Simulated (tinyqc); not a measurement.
# Space-charge-limited current with shallow traps, step by step

Computed by the program tinyqc: `OMP_NUM_THREADS=1 python tinyqc.py 2370048 2370049 out.jsonl`, one thread of a shared Intel Xeon 2.30GHz, about 0.01 s for the whole run. Printed values are rounded.

One carrier type, drift only, an injecting contact at x = 0 (zero field) and thickness L. The share th = y/(1 + y), y = (Nc/Nt) exp(-Et/kB T), of the injected charge is free: J = q mu n F, eps0 eps_r dF/dx = q (n - n0)/th.

Parameters, values chosen for the exercise: temperature T = 250 K; relative permittivity eps_r = 18.6; mobility mu = 0.15 cm^2/(V s); thickness L = 530 nm; band density of states Nc = 8.5e20 cm^-3; trap density Nt = 1.3e18 cm^-3; trap depth Et = 0.21 eV; free carrier density in equilibrium n0 = 8.1e14 cm^-3; voltage V = 4.7 V.

Constants: q = 1.602176634e-19 C, kB = 1.380649e-23 J/K, Vt = kB T/q, eps0 = 8.8541878128e-14 F/cm where lengths are in cm. Results are converted to the units shown.

Range of the model: Diffusion and a field-dependent mobility are left out. With injecting contacts the diffusion current, about 4 pi^2 Vt th eps0 eps_r mu V/L^3, equals the Mott-Gurney current at V = 35 kB T/q (0.9 V at 300 K), so the drift-only result needs V well above that.

## Limits and characteristic voltages

Ohmic J = q n0 mu V/L; Mott-Gurney J = (9/8) th eps0 eps_r mu V^2/L^3; they cross at Vx = 8 q n0 L^2/(9 th eps0 eps_r); traps fill at V_TFL = q Nt L^2/(2 eps0 eps_r).

th = 0.0367943
ohmic J = 1.72627 A/cm^2
Mott-Gurney J = 1.51724 A/cm^2
Vx = 5.34752 V
V_TFL = 177.629 V

## The exact current

Exact: with u = n0/n(L), w = -u - ln(1 - u) and v = -u - u^2/2 - ln(1 - u), V = (q n0 L^2/(th eps0 eps_r)) v/w^2 and J = q^2 n0^2 mu L/(th eps0 eps_r w). v/w^2 falls steadily with u, so u follows by bisection.

v/w^2 = 0.781256
u = 0.786430
w = 0.757361
J = 2.91751 A/cm^2
exit field over V/L = 1.32912

J is 10 % below the plain sum of the two limits; the exit field lies between the ohmic 1 and the Mott-Gurney 1.5.
